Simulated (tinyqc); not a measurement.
Thin-body film or fin with hard walls, valleys of the Si type, step by step. Values are carried at full precision from step to step, so a last printed digit may differ when a step is redone from the rounded ones.

Six ellipsoidal valleys with their long axes along the cube axes, mass ml along the axis and mt across it. For a valley whose axis makes the angle theta with the surface normal, 1/m_z = cos^2(theta)/ml + sin^2(theta)/mt sets the confinement; in the plane the masses are m_1 = mt and m_2 = ml mt/m_z, and m_d = sqrt(m_1 m_2).

Constants: hbar^2/2m0 = 3.80998211 eV angstrom^2; kB = 8.617333262e-05 eV/K.

Values chosen for the exercise (near those of Si; not measured data): ml = 0.917 m0 (longitudinal mass); mt = 0.186 m0 (transverse mass); face = 110 (face of the film or side wall of the fin); t = 64 angstrom (body thickness); T = 77 K (temperature); g_all = 6 (number of valleys); Ns = 5.3 x 1e12/cm^2 (sheet density in the on state); alpha = 0.5 1/eV (non-parabolicity).

## Valley masses for the (110) face

Group the valleys by their angle to the normal, heaviest m_z first.

Valleys (masses in m0):
```
valleys g  cos^2(theta)     m_z     m_1     m_2     m_d
4                0.5000  0.3093  0.1860  0.5515  0.3203
2                0.0000  0.1860  0.1860  0.9170  0.4130
```

## Subband edges

A film of thickness t between hard walls, flat band inside: E_n = c (n pi/t)^2/m_z above the bulk edge, c = hbar^2/2m0. Without degeneracy the sheet density is N2 exp((EF - Ec)/kB T) with N2 = sum_i g m_d/(2 pi c) kB T exp(-E_i/kB T) over n = 1 to 40 of each group; a classical film has t Nc with Nc = 2 g_all (m_dos kB T/(4 pi c))^(3/2), m_dos = (ml mt^2)^(1/3). The threshold shift is dVt = kB T ln(t Nc/N2).

The seven lowest levels of all groups together; primes mark the lighter m_z.

Subbands:
```
label  valleys g  E (eV)
1              4  0.0297
1'             2  0.0494
2              4  0.1187
2'             2  0.1974
3              4  0.2672
3'             2  0.4442
4              4  0.4749
```

The second subband, 1', lies 19.7 meV above the first, 3.0 kB T at 77 K.

## Effective density of states and threshold shift

Sum the subbands; 1/angstrom^2 = 1e16/cm^2 and 1/angstrom^3 = 1e24/cm^3.

terms of N2 by group (1e12/cm^2): 0.04050  0.001347

Nc = 0.349 x 1e19/cm^3
t Nc = 2.232 x 1e12/cm^2
dVt = 26.4 mV

Confinement leaves 1.9 % of the classical states; the heaviest group holds 97 % of the electrons, against 67 % in the bulk.

## Filling at a given sheet density

n_i = g m_d/(2 pi c) kB T ln(1 + exp((EF - E_i)/kB T)) over the levels listed; solve sum n_i = Ns (1e12/cm^2 = 1e-4/angstrom^2); the band bending of the charge itself is left out. c = hbar^2/2m0.

EF = 0.0371 eV

n_i in the order of the list (1e12/cm^2): 4.966  0.334  0.000  0.000  0.000  0.000  0.000

The fullest subband is 1, with 94 %.

## Non-parabolic correction

Each level E0 of the list is replaced by the root of E (1 + alpha E) = E0.

Levels (eV):
```
label  parabolic  corrected
1         0.0297     0.0293
1'        0.0494     0.0482
2         0.1187     0.1124
2'        0.1974     0.1810
3         0.2672     0.2387
3'        0.4442     0.3742
4         0.4749     0.3964
```

The lowest level drops by 0.4 meV.

## Checks

- N2 of a 3000 angstrom film, summed over n to convergence, plus the half-term of the walls against t Nc, 1/angstrom^2: both 0.010462.

(tinyqc, `OMP_NUM_THREADS=1 python tinyqc.py 1252597 1252598 out.jsonl`, Intel(R) Xeon(R) Processor @ 2.30GHz, 1 thread, shared host, about 0.01 s.)
